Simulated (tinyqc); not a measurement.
Inside a calculation: heterojunction of two tight-binding chains. Values are carried at full precision from step to step, so a last printed digit may differ when a step is redone from the rounded ones.

Left chain: hopping -t1, sites at 2 t1 (band bottom 0). Right chain: hopping -t2, sites at dE + 2 t2 (bottom dE). t = c/(m a^2), c = hbar^2/2m0. The bond across the interface is -tc with tc = f sqrt(t1 t2), and the last left site has the extra energy U. In a chain E = bottom + 2t (1 - cos(ka)); the surface Green function of a half chain is g = -exp(ika)/t, with Im k > 0 where cos(ka) > 1.

Constants: hbar^2/2m0 = 3.80998211 eV angstrom^2.

Values chosen for the exercise (masses and offset of the size met at InGaAs / InAlAs; the results hold for these values, not for the real material): a = 2.8 angstrom (site spacing); m1 = 0.043 m0 (mass on the left); m2 = 0.078 m0 (mass on the right); f = 1.22 (factor on the interface hopping); dE = 0.44 eV (band offset); E = 0.487 eV (electron energy); U = 0 eV (extra energy on the last left site).

## Hoppings

Form t1, t2 and tc.

t1 = 11.30156 eV
t2 = 6.23035 eV
tc = 10.23729 eV

## Wave numbers and velocities

The left chain has hopping t1 and band bottom 0, the right one t2 and dE. cos(ka) = 1 - (E - bottom)/(2t); dE/dk = 2 t a sin(ka).

ka (rad): left 0.207959, right 0.086882

dE/dk (eV angstrom): left 13.0668, right 3.0275

## Self-energies on the last left site

Hoppings t1 (left), t2 (right), tc (interface); g is the surface Green function of a half chain. The rest of the left chain gives S1 = t1^2 g1 = -t1 exp(i k1 a); the right chain gives S2 = tc^2 g2 = -(tc^2/t2) exp(i k2 a).

S1 = -11.05806-2.33336i eV
S2 = -16.75780-1.45962i eV

## Transmission

The last site of the left chain has energy 2 t1 + U, and S1, S2 are the self-energies of the two half chains on it. G = 1/(E - 2 t1 - U - S1 - S2); T = 4 Im(S1) Im(S2) |G|^2.

G = 0.1216-0.0809i 1/eV
T = 0.2906

A fraction 0.7094 is reflected although the electron lies above the step.

## Checks

- T from the Green function against 1 - |r|^2 from matching plane waves: both 0.290639.

tinyqc: `OMP_NUM_THREADS=1 python tinyqc.py 1481913 1481914 out.jsonl`; about 0.01 s, one thread, shared Intel(R) Xeon(R) Processor @ 2.30GHz.
